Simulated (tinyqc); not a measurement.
# Changing the repulsive exponent n

Model: pair-potential crystal by lattice sums. Computed by tinyqc, a small Python program. Command: `OMP_NUM_THREADS=1 python tinyqc.py 3002606 3002607 out.jsonl pairsum sweep`. One thread of a shared host (Intel(R) Xeon(R) Processor @ 2.30GHz), about 0.05 s of CPU time with the checks.

Energy per atom E = (1/2) sum over neighbours of phi(r); d is the nearest-neighbour distance.

Inputs (values chosen for the exercise, for model atoms):

| quantity | value | unit |
|---|---|---|
| well depth eps | 0.02 | eV |
| pair minimum r0 | 3.33 | angstrom |
| cut-off r_c/r0 | 1.96 | - |
| attractive exponent m | 7 | - |

Potential: Mie n-m. Structure: bcc.

Constants: 1 eV/angstrom^3 = 160.2176634 GPa.

Method:
- phi0(r) = eps [m (r0/r)^n - n (r0/r)^m]/(n - m); shifted-force cut-off: phi(r) = phi0(r) - phi0(r_c) - (r - r_c) phi0'(r_c) for r < r_c, zero beyond.
- Shells (distance in units of d, count): fcc 1.0000 (12), 1.4142 (6), 1.7321 (24), 2.0000 (12), 2.2361 (24), 2.4495 (8), 2.6458 (48), 2.8284 (6), 3.0000 (36), 3.1623 (24); hcp 1.0000 (12), 1.4142 (6), 1.6330 (2), 1.7321 (18), 1.9149 (12), 2.0000 (6), 2.2361 (12), 2.3805 (12), 2.4495 (6), 2.5166 (6), 2.5820 (12), 2.6458 (24), 2.7080 (6), 2.8868 (12), 3.0000 (12), 3.1091 (24), 3.1623 (12); bcc 1.0000 (8), 1.1547 (6), 1.6330 (12), 1.9149 (24), 2.0000 (8), 2.3094 (6), 2.5166 (24), 2.5820 (24), 2.8284 (24), 3.0000 (32); sc 1.0000 (6), 1.4142 (12), 1.7321 (8), 2.0000 (6), 2.2361 (24), 2.4495 (24), 2.8284 (12), 3.0000 (30), 3.1623 (24); diamond 1.0000 (4), 1.6330 (12), 1.9149 (12), 2.3094 (6), 2.5166 (12), 2.8284 (24), 3.0000 (16). Volumes per atom in d^3: fcc 0.70711, hcp 0.70711, bcc 0.76980, sc 1.00000, diamond 1.53960; hcp has the ideal c/a. Every shell inside the cut-off is summed.
- Equilibrium: dE/dd = 0 at the lowest minimum with d between 0.78 r0 and 1.45 r0; B = d^2 E''(d)/(9 Omega).
- Unrelaxed vacancy: removing an atom breaks its bonds (2|E|) and placing it on the surface returns |E|, so E_v = |E|.

One run for each value:

| repulsive exponent n | energy per atom (eV) | equilibrium distance d (angstrom) | bulk modulus B (GPa) |
|---|---|---|---|
| 8 | -0.11097 | 3.1931 | 5.070 |
| 9 | -0.11225 | 3.2057 | 5.591 |
| 10 | -0.11276 | 3.2164 | 6.096 |
| 12 | -0.11255 | 3.2334 | 7.074 |
| 14 | -0.11163 | 3.2462 | 8.021 |
| 16 | -0.11052 | 3.2563 | 8.948 |
| 20 | -0.10841 | 3.2712 | 10.810 |
| 24 | -0.10670 | 3.2816 | 12.607 |

What does the table show, and why?

Over the rows, energy per atom (eV) goes from -0.111 through a minimum among these rows, -0.113 at 10.0, to -0.107; equilibrium distance d (angstrom) rises from 3.19 to 3.28 (exponent d ln y / d ln x 0.034 between the first rows and 0.017 between the last); bulk modulus B (GPa) rises from 5.07 to 12.6 (exponent d ln y / d ln x about 0.83 throughout). A harder core resists the pull of the further shells, so d stays nearer r0, and it stiffens the well.

Extremes, crossings and ranges named in words are read from the listed rows.
